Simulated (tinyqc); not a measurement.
# From one set of inputs to another, one input at a time

Model: Bloch-Grueneisen resistivity of a metal. Computed by tinyqc, a small Python program. Command: `OMP_NUM_THREADS=1 python tinyqc.py 3026135 3026136 out.jsonl bg ladder`. One thread of a shared host (Intel(R) Xeon(R) Processor @ 2.30GHz), about 0.01 s of CPU time with the checks.

Electrons scatter from a Debye spectrum of phonons (n = 5 for scattering within one band, n = 3 for scattering into a second, heavy band) and from static defects.

The inputs printed are set A. Set A is modelled on tungsten; the values taken over come from a set modelled on gold. Inputs not listed in the table keep their values of set A, so the rows need not describe a real material.

Inputs (values chosen for the exercise, modelled on tungsten): exponent n = 5; Debye temperature Theta = 328 K; transport coupling lambda_tr = 0.22; Drude plasma energy hbar w_p = 6.7 eV; residual resistivity rho_0 = 1.5 microohm cm; temperature T = 400 K.

Addition: none.

Constants: k_B = 1.380649e-23 J/K; hbar = 1.054571817e-34 J s; eps_0 = 8.8541878128e-12 F/m; hbar = 6.582119569e-16 eV s; k_B = 8.617333262e-05 eV/K.

Method:
- rho_ph = (n - 1) rho_1 (T/Theta)^n J_n(Theta/T), with rho_1 = 2 pi lambda_tr k_B Theta/(hbar eps_0 w_p^2), the high-temperature line at T = Theta.
- J_n(y) = int_0^y x^n e^x/(e^x - 1)^2 dx, by 96 Gauss-Legendre points (upper limit at most 60).
- Matthiessen's rule: rho = rho_0 + rho_ph.
- Temperature coefficient (1/rho) d rho/dT by a central difference of +/- 0.5 K; residual ratio rho(295 K)/rho(4.2 K); scattering time tau = 1/(eps_0 w_p^2 rho); Wiedemann-Franz kappa = L_0 T/rho, L_0 = (pi^2/3)(k_B/e)^2.

Each row keeps all changes above it:
```
input moved                               from    to  resistivity rho (microohm cm)  residual resistance ratio  phonon resistivity rho_ph (microohm cm)
set A                                        -     -                         9.1030                      4.625                               7.6030e+00
Drude plasma energy hbar w_p (eV)          6.7   8.6                         6.1146                      3.200                               4.6146e+00
transport coupling lambda_tr              0.22  0.14                         4.4366                      2.400                               2.9366e+00
Debye temperature Theta (K)                328   185                         4.5117                      2.466                               3.0117e+00
residual resistivity rho_0 (microohm cm)   1.5  0.24                         3.2517                     10.163                               3.0117e+00
temperature T (K)                          400    20                         0.2493                     10.163                               9.3474e-03
```

Resistivity rho goes from 9.10 to 0.249, a factor 0.0274 in all. The largest single move comes from temperature T (a factor 0.0767). Residual resistance ratio goes from 4.62 to 10.2, a factor 2.20 in all. The largest single move comes from residual resistivity rho_0 (a factor 4.12), and Drude plasma energy hbar w_p works against it (a factor 0.692). Phonon resistivity rho_ph goes from 7.60 to 0.00935, a factor 0.00123 in all. The largest single move comes from temperature T (a factor 0.00310). The single moves hold for this order of the switches; the total does not depend on the order.

Extremes, crossings and ranges named in words are read from the listed rows.
